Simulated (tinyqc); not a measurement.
Inside a calculation. Model: rigid-ion and shell models of the dielectric response of an ionic crystal. Computed by tinyqc, a small Python program that keeps every step. Command: `OMP_NUM_THREADS=1 python tinyqc.py 3015361 3015362 out.jsonl shell walk`. One thread of a shared host (Intel(R) Xeon(R) Processor @ 2.30GHz), about 0.01 s of CPU time with the checks. Intermediate numbers are printed to about 5 digits and carried at full precision; extremes and crossings named in words are read from the listed rows.

Charges +Z and -Z; 6 nearest neighbours, Madelung constant M = 1.747565, volume per ion pair Omega = 2.000000 d^3. Energy per pair U = -M Z^2 e2/d + 6 A exp(-d/rho), e2 = e^2/(4 pi eps_0). In the shell model the anion is a core of charge Y - Z and a massless shell of charge -Y, joined by the spring k; the repulsion acts on the shell. Each ion feels the Lorentz field E + (4 pi/3) P (Gaussian units).

Inputs (values chosen for the exercise, for a model crystal):
```
quantity,value,unit
nearest-neighbour distance d,2.3,angstrom
ionic charge Z,1,e
hardness d/rho,10.5,-
cation mass,43.8,u
anion mass,19,u
shell charge size Y,3.04,e
core-shell spring k,115,eV/angstrom^2
cation polarisability alpha_+,0.34,angstrom^3
film thickness t,12,nm
```

Structure: rock salt.

Constants: e^2/(4 pi eps_0) = 14.39964548 eV angstrom; 1 eV/angstrom^3 = 160.2176634 GPa; nu for 1 eV/(angstrom^2 u) = 15.6333042 THz; 1 THz = 33.35640952 1/cm; eps_0 = 8.8541878128e-12 F/m; h x 1 THz = 4.135667696 meV.

## Equilibrium, bulk modulus and repulsive spring

Zero pressure fixes 6 A exp(-d/rho) = M Z^2 e2 rho/d^2. Then U = -(M Z^2 e2/d)(1 - rho/d), B = M Z^2 e2 (d/rho - 2)/(9 Omega d), and the spring of one sublattice against the other is R = (1/3) x (Laplacian of the repulsion summed over neighbours) = M Z^2 e2 (d/rho - 2)/(3 d^3), so R = 3 B Omega/d^2.

volume Omega = 24.334 angstrom^3

lattice energy U = -9.8990 eV/pair

bulk modulus B = 68.035 GPa

repulsive spring R = 5.8600 eV/angstrom^2

## Rigid ions

With C = 4 pi Z^2 e2/(3 Omega): mu lambda_TO = R - C, mu lambda_LO = R + 2 C; eps_inf = 1 and eps_s = lambda_LO/lambda_TO. lambda in eV/(angstrom^2 u) gives the wavenumber 15.6333042 x 33.35640952 x sqrt(lambda); mu is the reduced mass.

Coulomb spring C = 2.4787 eV/angstrom^2

omega_TO, rigid ions = 263.41 1/cm

omega_LO, rigid ions = 471.15 1/cm

eps_s, rigid ions = 3.1992

## Shell model: electronic response

Eliminating the shell gives the anion polarisability alpha_- = Y^2 e2/(k + R), the Szigeti charge Z_S = Z - Y R/(k + R) and the softened spring R' = k R/(k + R). With b = 4 pi (alpha_+ + alpha_-)/(3 Omega): eps_inf = (1 + 2b)/(1 - b) (Clausius-Mossotti); Born charge Z* = Z_S (eps_inf + 2)/3.

anion polarisability alpha_- = 1.1011 angstrom^3

Szigeti charge Z_S = 0.85260 e

softened spring R' = 5.5759 eV/angstrom^2

b = 0.24806

eps_inf = 1.9897

Born charge Z* = 1.1339 e

Overlap pushes the shell back and lowers the effective charge to 85 % of Z; the local field then raises the Born charge to 113 % of Z.

## Shell model: lattice response

mu lambda_TO = R' - (4 pi e2/(3 Omega)) Z_S^2/(1 - b); mu lambda_LO = mu lambda_TO + 4 pi e2 Z*^2/(eps_inf Omega); eps_s = eps_inf lambda_LO/lambda_TO.

mu lambda_TO = 3.1796 eV/angstrom^2

omega_TO = 255.44 1/cm

omega_LO = 404.78 1/cm

eps_s = 4.9965

share of R' left after the dipole term = 0.57024

The dipole field cancels 43 % of the short-range spring.

## As a gate dielectric

Capacitance per area eps_0 eps_s/t; equivalent oxide thickness EOT = t x 3.9/eps_s; the surface optical mode against silicon (eps = 11.7) lies at omega_TO sqrt[(eps_s + 11.7)/(eps_inf + 11.7)], and its squared coupling to channel electrons scales as g = hbar omega_SO [1/(11.7 + eps_inf) - 1/(11.7 + eps_s)], with hbar omega = h c x wavenumber.

capacitance per area = 3.6867 fF/micrometre^2

equivalent oxide thickness = 9.3666 nm

surface optical mode = 282.10 1/cm

remote-phonon coupling g = 0.46010 meV

## From rigid to soft shells

The formulas are those given above.

Response against the core-shell spring:
```
k (eV/angstrom^2),eps_inf,Z_S,Z*,omega_TO (1/cm),omega_LO (1/cm),eps_s
92,2.2409,0.81796,1.1563,254.84,394.95,5.3826
120,1.9501,0.85846,1.1303,255.53,406.54,4.9360
150,1.7760,0.88570,1.1148,255.94,415.08,4.6709
210,1.5913,0.91747,1.0983,256.38,425.92,4.3916
300,1.4619,0.94176,1.0868,256.69,434.93,4.1971
460,1.3621,0.96176,1.0778,256.93,442.90,4.0476
920,1.2725,0.98076,1.0698,257.14,450.97,3.9140
3400,1.2094,0.99477,1.0642,257.29,457.27,3.8201
```

From the stiffest to the softest shell eps_inf rises from 1.21 to 2.24 and Z_S falls from 0.99 to 0.82; omega_LO moves by -14 % and omega_TO by -1.0 %. Screening by eps_inf cuts the LO frequency, which rigid ions overstate (rigid ions: 471 per cm); eps_s goes from 3.82 to 5.38.

Checks made by the program: TO spring by direct elimination of the shell from the 2 x 2 energy matrix (relative difference below 1e-10); Szigeti's relation mu lambda_TO (eps_s + 2)/(eps_inf + 2) = R' (relative difference below 1e-10).
